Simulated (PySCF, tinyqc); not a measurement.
RHF in the sto-3g basis, for H4, spin multiplicity 1, step by step. The lowest restricted solution is unstable here: a spin-polarised one lies 0.0207 hartree lower (PySCF). One step of it, computed by the program tinyqc.

Problem. Iteration 2 (converged): orbitals. Diagonalise F' = X^T F X, C = X C', fill 2 alpha and 2 beta electrons from the bottom; D = 2 C_occ C_occ^T. Each column has its largest component positive (the first on a tie).

Fock matrix F (hartree):
```
           1H 1s      2H 1s      3H 1s      4H 1s
1H 1s  -0.300766  -0.517883  -0.308280  -0.271094
2H 1s  -0.517883  -0.300766  -0.271094  -0.308280
3H 1s  -0.308280  -0.271094  -0.300766  -0.517883
4H 1s  -0.271094  -0.308280  -0.517883  -0.300766
```

X:
```
               1          2          3         4
1H 1s   0.856290   0.623853   0.535182  0.341487
2H 1s  -0.856290  -0.623853   0.535182  0.341487
3H 1s  -0.856290   0.623853  -0.535182  0.341487
4H 1s   0.856290  -0.623853  -0.535182  0.341487
```

Give: F' = X^T F X; orbital energies; coefficients C; D after iteration 2.

Solution.

F' = X^T F X (hartree):
```
       1      2       3       4
1  0.746  0.000   0.000   0.000
2  0.000  0.280   0.000   0.000
3  0.000  0.000  -0.274   0.000
4  0.000  0.000   0.000  -0.652
```

orbital energies (hartree): MO1 -0.652, MO2 -0.274, MO3 0.280, MO4 0.746

coefficients C:
```
         MO1     MO2     MO3     MO4
1H 1s  0.341   0.535   0.624   0.856
2H 1s  0.341   0.535  -0.624  -0.856
3H 1s  0.341  -0.535   0.624  -0.856
4H 1s  0.341  -0.535  -0.624   0.856
```

D after iteration 2:
```
        1H 1s   2H 1s   3H 1s   4H 1s
1H 1s   0.806   0.806  -0.340  -0.340
2H 1s   0.806   0.806  -0.340  -0.340
3H 1s  -0.340  -0.340   0.806   0.806
4H 1s  -0.340  -0.340   0.806   0.806
```
